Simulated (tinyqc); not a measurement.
One-electron ion in a basis of Gaussians, step by step. Computed by tinyqc, a small Python program that keeps every step. Settings: Z = 5, l = 0. Command: `OMP_NUM_THREADS=1 python tinyqc.py 26278 26279 out.jsonl` (the two numbers bound the seeds that draw the settings). One thread of a shared host (Intel(R) Xeon(R) Processor @ 2.60GHz), about 0.01 s of CPU time with the checks.

## Matrices over normalised Gaussians

exponents of r^l exp(-a r^2) (1/bohr^2): [2.578000, 11.710000, 53.140000, 241.300000, 1095.000000]

Z = 5

l = 0

With p = a_i + a_j and I(k) = Gamma((k+1)/2) / (2 p^((k+1)/2)): S = I(2l+2), T = (2l+3) a_i a_j S / p, V = -Z I(2l+1), each divided by sqrt(S_ii S_jj).

S:
$$\begin{pmatrix}
1.000000 & 0.674478 & 0.272320 & 0.092505 & 0.030124 \\
0.674478 & 1.000000 & 0.674783 & 0.272379 & 0.092570 \\
0.272320 & 0.674783 & 1.000000 & 0.674581 & 0.272383 \\
0.092505 & 0.272379 & 0.674581 & 1.000000 & 0.674788 \\
0.030124 & 0.092570 & 0.272383 & 0.674788 & 1.000000
\end{pmatrix}$$

T (hartree):
$$\begin{pmatrix}
3.867000 & 4.275209 & 2.008678 & 0.707873 & 0.232433 \\
4.275209 & 17.565000 & 19.424667 & 9.125820 & 3.217592 \\
2.008678 & 19.424667 & 79.710000 & 88.132736 & 41.413463 \\
0.707873 & 9.125820 & 88.132736 & 361.950000 & 400.273049 \\
0.232433 & 3.217592 & 41.413463 & 400.273049 & 1642.500000
\end{pmatrix}$$

V (hartree):
$$\begin{pmatrix}
-12.810955 & -14.383960 & -11.468401 & -8.150375 & -5.630636 \\
-14.383960 & -27.303512 & -30.658006 & -24.443761 & -17.374587 \\
-11.468401 & -30.658006 & -58.163541 & -65.306649 & -52.071725 \\
-8.150375 & -24.443761 & -65.306649 & -123.942064 & -139.169693 \\
-5.630636 & -17.374587 & -52.071725 & -139.169693 & -264.026258
\end{pmatrix}$$

## Generalised eigenproblem

H = T + V (hartree):
$$\begin{pmatrix}
-8.943955 & -10.108752 & -9.459724 & -7.442503 & -5.398203 \\
-10.108752 & -9.738512 & -11.233340 & -15.317941 & -14.156995 \\
-9.459724 & -11.233340 & 21.546459 & 22.826086 & -10.658261 \\
-7.442503 & -15.317941 & 22.826086 & 238.007936 & 261.103356 \\
-5.398203 & -14.156995 & -10.658261 & 261.103356 & 1378.473742
\end{pmatrix}$$

Solve H C = S C e through S^(-1/2); each column has its largest component positive (the first on a tie).

eigenvalues of S: [0.096205, 0.254184, 0.647832, 1.443313, 2.558466]

eigenvalues (hartree): [-12.464071, 1.926012, 67.426926, 431.790801, 2288.193397]

coefficients:
$$\begin{pmatrix}
0.490253 & 1.254950 & 0.518428 & -0.189976 & 0.075739 \\
0.525599 & -1.129656 & -1.443574 & 0.623507 & -0.247396 \\
0.114096 & -0.052837 & 1.492728 & -1.383189 & 0.609608 \\
0.019291 & -0.028442 & -0.078632 & 1.551444 & -1.293434 \\
0.003542 & -0.001851 & 0.026454 & -0.105861 & 1.454552
\end{pmatrix}$$

For Z = 5 and l = 0 the exact lowest level is -Z^2/(2 n^2) with n = l + 1: -12.500000 hartree.
